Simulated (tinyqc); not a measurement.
Thermodynamics of metal silicides: hull, first phase, silicon consumed, nucleation and stability against SiO2: one step, computed by the program tinyqc.

Entropies of formation of the solids are neglected, so heats stand for free energies. Si fractions: M2Si 0.3333, MSi 0.5000, MSi2 0.6667.

Problem. First phase. Effective heat of formation: at the interface the mixture has the Si fraction x_e; the limiting element scales the heat, H_eff = H x_e/x if x_e < x, H (1 - x_e)/(1 - x) otherwise. The rule names the most negative as the first phase; its restriction to congruently melting phases is left out here.

Inputs (values chosen for the exercise, of the order of those of nickel silicides for heats and volumes only):

| quantity | value | unit |
|---|---|---|
| heat of formation of M2Si | -45.8 | kJ/mol atoms |
| heat of formation of MSi | -42.3 | kJ/mol atoms |
| heat of formation of MSi2 | -31 | kJ/mol atoms |
| Si fraction x_e at the lowest liquidus | 0.5 | - |

Phases: M2Si, MSi, MSi2.

Give: H_eff; most negative H_eff.

Solution.

H_eff (kJ/mol atoms): M2Si -34.35, MSi -42.30, MSi2 -23.25

most negative H_eff = -42.3 kJ/mol atoms

The rule picks MSi, ahead of M2Si by 7.9 kJ/mol; it is not the phase with the most negative heat itself. The rule is empirical and ignores nucleation barriers.
